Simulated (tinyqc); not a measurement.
What a faster ramp buys: rapid thermal processing of a wafer: radiative balance, ramp and cooling, pattern effects, pyrometer error and spike budget. Computed by tinyqc, a small Python program. Command: `OMP_NUM_THREADS=1 python tinyqc.py 3110568 3110569 out.jsonl rtp walk`. One thread of a shared host (Intel(R) Xeon(R) Processor @ 2.30GHz), about 0.04 s of CPU time with the checks.

The wafer is opaque and uniform through its thickness unless said otherwise; temperatures in formulas are in kelvin (C + 273.15). sigma = 5.670374419e-12 W/(cm^2 K^4).

Inputs (values chosen for the exercise, modelled on a hot silicon wafer):
```
quantity                                              value         unit
wafer thickness d                                       725   micrometre
heat capacity per volume C                             2.21   J/(cm^3 K)
thermal conductivity k                                 0.25     W/(cm K)
emissivity eps of each face                            0.71            -
reflectivity of the chamber walls r                    0.72            -
gas heat-transfer coefficient h, both faces together    2.3  mW/(cm^2 K)
wall temperature T_w                                    700            K
process temperature                                     782            C
starting temperature                                    450            C
ramp rate                                                57          K/s
activation energy of the process E_a                   1.24           eV
```

Constants: k_B = 8.617333262e-05 eV/K.

Method:
- Effective emissivity between parallel grey plates: eps_eff = 1/(1/eps + 1/(1 - r) - 1). Loss per area q(T) = 2 eps_eff sigma (T^4 - T_w^4) + h (T - T_w).
- Absorbed power during a ramp = q(T) + C d x ramp rate; thermal time constant tau = C d/(dq/dT), dq/dT = 8 eps_eff sigma T^3 + h; natural cooling rate q/(C d); front-to-back difference under one-sided heating at the end of the ramp = (absorbed power) d/(2 k).
- Cooling with the lamps off: C d dT/dt = -q(T), integrated adaptively (relative tolerance 1e-10).
- Spike anneal: linear ramp to the peak, then lamps off. Equivalent time at the peak = int exp(-(E_a/k_B)(1/T - 1/T_peak)) dt; estimate (k_B T^2/E_a)(1/ramp rate + 1/cooling rate). The ramp part uses 4000 trapezoid steps, the cooling part 4000 steps over 4 tau.

time constant tau = 10.2120 s

holding power q = 3.66474 W/cm^2

natural cooling rate = 22.8725 K/s

Against the ramp rate:
```
ramp (K/s)  ramp part (s)  cooling part (s)  total (s)  power at the peak (W/cm^2)
10                 6.7914            4.2294     11.021                        5.27
25                 2.7166            4.2294      6.946                        7.67
50                 1.3583            4.2294      5.588                       11.68
100                0.6791            4.2294      4.909                       19.69
250                0.2717            4.2294      4.501                       43.72
500                0.1358            4.2294      4.365                       83.78
1000               0.0679            4.2294      4.297                      163.89
```

What does the comparison show, and why?

From 10 to 100 K/s the total falls by a factor 2.2, from 100 to 1000 K/s by 1.14: the cooling part, 4.23 s, is a floor, and the natural cooling rate here is 22.9 K/s.

Extremes, crossings and ranges named in words are read from the listed rows.
